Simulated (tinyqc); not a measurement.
What each parameter does: three-level Kane dispersion of a narrow-gap semiconductor.

Zero of energy at Gamma8, c = hbar^2/2m0, P^2 = Ep c. The free-electron term and remote bands are left out, so the heavy holes are flat at E = 0 and the other three bands obey E (E - Eg)(E + Dso) = P^2 k^2 (E + 2 Dso/3). The conduction band is the highest root; its edge is Ec = max(Eg, 0).

Degenerate electrons at T = 0: kF = (3 pi^2 n)^(1/3), 1 cm^-3 = 1e-24 angstrom^-3; EF is the highest root at kF. The momentum (cyclotron, optical) mass is m(E) = hbar^2 k/(dE/dk) = c d(k^2)/dE with d(k^2)/dE = k^2 [1/E + 1/(E - Eg) + 1/(E + Dso) - 1/(E + 2 Dso/3)]; the density of states is k d(k^2)/dE/(2 pi^2).

Edge mass m0* = Eg (Eg + Dso)/(Ep (Eg + 2 Dso/3)).
Constants: hbar^2/2m0 = 3.80998211 eV angstrom^2.

Inputs chosen for the exercise (a narrow-gap II-VI alloy; the results hold for these values, not for the real material): Eg = 0.293 eV (E(Gamma6) - E(Gamma8)); Dso = 0.99 eV (spin-orbit splitting); Ep = 19 eV (Kane energy); n = 1.6e+16 cm^-3 (electron density).

Edge mass, EF - Ec and m(EF).

Results for these values:

| case | m0* (m0) | EF - Ec (meV) | m(EF) (m0) |
|---|---|---|---|
| base | 0.02076 | 10.79 | 0.02216 |

What happens to each result for Eg = 0.249 eV, all else kept?

Answer: m0* falls from 0.02076 to 0.01786; EF - Ec rises from 10.79 to 12.39; m(EF) falls from 0.02216 to 0.01950.

The same for each parameter in turn:

| case | m0* (m0) | EF - Ec (meV) | m(EF) (m0) |
|---|---|---|---|
| base | 0.02076 | 10.79 | 0.02216 |
| n = 3.2e+16 cm^-3 | 0.02076 | 16.82 | 0.02294 |
| Eg = 0.249 eV | 0.01786 | 12.39 | 0.01950 |
| Dso = 0.8415 eV | 0.02049 | 10.93 | 0.02188 |
| Ep = 16.15 eV | 0.02442 | 9.21 | 0.02584 |

tinyqc: `OMP_NUM_THREADS=1 python tinyqc.py 1051016 1051017 out.jsonl`; about 0.01 s, one thread, shared Intel(R) Xeon(R) Processor @ 2.30GHz.
